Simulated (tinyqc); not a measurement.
# Planar ballistic transistor, top-of-the-barrier model: what changes with what

At the top of the source barrier, states moving towards the drain are filled by the source (Fermi level 0) and states moving back by the drain (Fermi level -q Vd); nothing scatters. U is the shift of the band edge there, set by the capacitances CG, CD and CS (the total) and by the charge. Parabolic two-dimensional band; the source is grounded.

Parameters, values chosen for the exercise; mass and valleys close to those of silicon (two valleys): temperature T = 300 K; effective mass m = 0.192 m0; valley degeneracy gv = 2; relative permittivity of the gate insulator eox = 16; insulator thickness tox = 5.7 nm; gate control CG/CS aG = 0.91; drain control CD/CS aD = 0.014; band edge at the barrier top above the source Fermi level at zero bias E0 = 0.2 eV.

Constants: q = 1.602176634e-19 C, kB = 1.380649e-23 J/K, hbar = 1.054571817e-34 J s, m0 = 9.1093837015e-31 kg, Vt = kB T/q, eps0 = 8.8541878128e-14 F/cm where lengths are in cm. Results are converted to the units shown.

Each table varies one quantity; the others keep the values above.

## Effect of the drain control CD/CS

N0 = gv m kB T/(pi hbar^2), CG = eps0 eox/tox, vT = sqrt(2 kB T/(pi m)), CS = CG/aG, n0 = n at U = 0 and Vd = 0. eta1 = -(E0 + U)/Vt, eta2 = eta1 - Vd/Vt, n = (N0/2)[F_0(eta1) + F_0(eta2)], F_0(x) = ln(1 + exp x). U = UL + q (n - n0)/CS with UL = -(aG Vg + aD Vd), energies in eV. I = q (N0/2) vT [F_(1/2)(eta1) - F_(1/2)(eta2)] per width, F_(1/2)(x) = (2/sqrt(pi)) int_0^infinity u^(1/2)/(1 + exp(u - x)) du. CQ = (q/Vt) dn/d(eta1). E0 is held fixed.

In this table Vg = 0.5 V, Vd = 0.5 V.

Effect of the drain control CD/CS:

| aD | eta1 | n (cm^-2) | I (uA/um) | mean velocity I/(q n) (cm/s) | CQ/CS |
|---|---|---|---|---|---|
| 0 | 1.574 | 3.655e12 | 913.3 | 1.560e7 | 3.898 |
| 0.012 | 1.622 | 3.736e12 | 938.2 | 1.567e7 | 3.929 |
| 0.023 | 1.665 | 3.811e12 | 961.3 | 1.574e7 | 3.956 |
| 0.035 | 1.711 | 3.893e12 | 986.6 | 1.582e7 | 3.985 |
| 0.046 | 1.754 | 3.968e12 | 1010 | 1.589e7 | 4.011 |
| 0.058 | 1.800 | 4.050e12 | 1036 | 1.597e7 | 4.038 |
| 0.069 | 1.842 | 4.125e12 | 1060 | 1.604e7 | 4.061 |
| 0.081 | 1.888 | 4.207e12 | 1086 | 1.611e7 | 4.086 |

What does the table show?

As aD goes from 0 to 0.081, n rises from 3.65e12 to 4.21e12 cm^-2, the mean velocity rises from 1.56e7 to 1.61e7 cm/s and the current rises from 913 to 1090 uA/um. CQ/CS goes from 3.9 to 4.1.

## Effect of the insulator thickness

Same model as above.

CQ = (q/Vt) dn/d(eta1). E0 is held fixed.

In this table Vg = 0.5 V, Vd = 0.5 V.

Result of one run:

| tox (nm) | eta1 | n (cm^-2) | I (uA/um) | mean velocity I/(q n) (cm/s) | CQ/CS |
|---|---|---|---|---|---|
| 0.5 | 7.1739 | 1.4876e13 | 6040.1 | 2.5342e7 | 0.41240 |

What becomes of these results when the insulator thickness tox is changed from 0.5 to 8 nm, all else the same?

Result of the changed run:

| tox (nm) | eta1 | n (cm^-2) | I (uA/um) | mean velocity I/(q n) (cm/s) | CQ/CS |
|---|---|---|---|---|---|
| 8 | 1.0797 | 2.8450e12 | 676.65 | 1.4845e7 | 4.9290 |

The whole series:

| tox (nm) | eta1 | n (cm^-2) | I (uA/um) | mean velocity I/(q n) (cm/s) | CQ/CS |
|---|---|---|---|---|---|
| 0.5 | 7.1739 | 1.4876e13 | 6040.1 | 2.5342e7 | 0.41240 |
| 0.74 | 6.2912 | 1.3048e13 | 4997.1 | 2.3903e7 | 0.60969 |
| 1.1 | 5.3098 | 1.1020e13 | 3925.2 | 2.2232e7 | 0.90351 |
| 1.6 | 4.3603 | 9.0672e12 | 2985.3 | 2.0550e7 | 1.3040 |
| 2.4 | 3.3780 | 7.0736e12 | 2126.5 | 1.8763e7 | 1.9157 |
| 3.6 | 2.4930 | 5.3338e12 | 1466.5 | 1.7161e7 | 2.7447 |
| 5.4 | 1.7237 | 3.9144e12 | 993.34 | 1.5839e7 | 3.7825 |
| 8 | 1.0797 | 2.8450e12 | 676.65 | 1.4845e7 | 4.9290 |

As tox goes from 0.5 to 8 nm, n falls from 1.49e13 to 2.85e12 cm^-2, the mean velocity falls from 2.53e7 to 1.48e7 cm/s and the current falls from 6040 to 677 uA/um. CQ/CS goes from 0.41 to 4.9. Over the range the current goes as tox^(-0.79) on average. For tox = 0.5 to 0.74 nm the insulator is under 1 nm thick, where gate tunnelling would matter.

## Effect of the band edge at the barrier top above the source Fermi level at zero bias

Same model as above.

CQ = (q/Vt) dn/d(eta1).

In this table Vg = 0.5 V, Vd = 0.5 V.

Results:

| E0 (eV) | eta1 | n (cm^-2) | I (uA/um) | mean velocity I/(q n) (cm/s) | CQ/CS |
|---|---|---|---|---|---|
| 0.1 | 2.418 | 5.191e12 | 1416 | 1.703e7 | 4.320 |
| 0.15 | 2.017 | 4.442e12 | 1162 | 1.633e7 | 4.153 |
| 0.2 | 1.630 | 3.750e12 | 942.4 | 1.569e7 | 3.934 |
| 0.25 | 1.225 | 3.074e12 | 741.6 | 1.506e7 | 3.637 |
| 0.35 | 0.3034 | 1.776e12 | 394.3 | 1.386e7 | 2.707 |
| 0.4 | -0.2702 | 1.176e12 | 250.9 | 1.332e7 | 2.037 |
| 0.45 | -1.004 | 6.471e11 | 133.2 | 1.285e7 | 1.261 |

Estimate the missing row, E0 = 0.3 eV.

Computed row:

| E0 (eV) | eta1 | n (cm^-2) | I (uA/um) | mean velocity I/(q n) (cm/s) | CQ/CS |
|---|---|---|---|---|---|
| 0.3 | 0.7898 | 2.414e12 | 558.6 | 1.445e7 | 3.236 |

With this row back in the table: As E0 goes from 0.1 to 0.45 eV, n falls from 5.19e12 to 6.47e11 cm^-2, the mean velocity falls from 1.70e7 to 1.28e7 cm/s and the current falls from 1420 to 133 uA/um. CQ/CS goes from 4.3 to 1.3.

Computed by the program tinyqc: `OMP_NUM_THREADS=1 python tinyqc.py 2400059 2400060 out.jsonl`, one thread of a shared Intel Xeon 2.30GHz, about 0.01 s for the whole run.
